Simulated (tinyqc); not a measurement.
Brillouin zone and empty-lattice bands of the diamond structure: one step. Empty-lattice levels at Gamma, X and K.

Primitive vectors a1 = a (0,1/2,1/2), a2 = a (1/2,0,1/2), a3 = a (1/2,1/2,0); atoms at 0 and (a1 + a2 + a3)/4. Reciprocal vectors obey a_i.b_j = 2 pi delta_ij; k is given in units of 2 pi/a. Empty-lattice levels are c0 (2 pi/a)^2 |k + G|^2, c0 = hbar^2/2m0. Points: X = (1, 0, 0), L = (0.5, 0.5, 0.5), K = (0.75, 0.75, 0), W = (1, 0.5, 0), U = (1, 0.25, 0.25).

Constants: hbar^2/2m0 = 3.80998211 eV angstrom^2.

Inputs chosen for the exercise (out of a larger set: lattice near that of Si; not measured data): a = 5.48 angstrom (lattice constant).

Question. Give the five lowest values of |k + G|^2 with their degeneracy (spin not counted).

Give: a table of point, |k + G|^2, degeneracy, E (eV).

Answer.

Levels:
```
point  |k + G|^2  degeneracy  E (eV)
Gamma     0.0000           1   0.000
Gamma     3.0000           8  15.026
Gamma     4.0000           6  20.035
Gamma     8.0000          12  40.069
Gamma    11.0000          24  55.095
X         1.0000           2   5.009
X         2.0000           4  10.017
X         5.0000           8  25.043
X         6.0000           8  30.052
X         9.0000          10  45.078
K         1.1250           3   5.635
K         2.1250           2  10.643
K         3.1250           1  15.652
K         4.1250           4  20.661
K         5.1250           2  25.669
```

The lowest level is 2-fold at X and 3-fold at K: as many zones meet there, and these are the lowest sets at these points on which a weak potential acts. In the diamond structure the levels at X and W stay paired: the structure factor of (200) vanishes and the glide symmetry keeps the pairing.

Run: tinyqc, `OMP_NUM_THREADS=1 python tinyqc.py 1880799 1880800 out.jsonl`; Intel(R) Xeon(R) Processor @ 2.30GHz, one thread, shared host; about 0.01 s of CPU time with all checks.
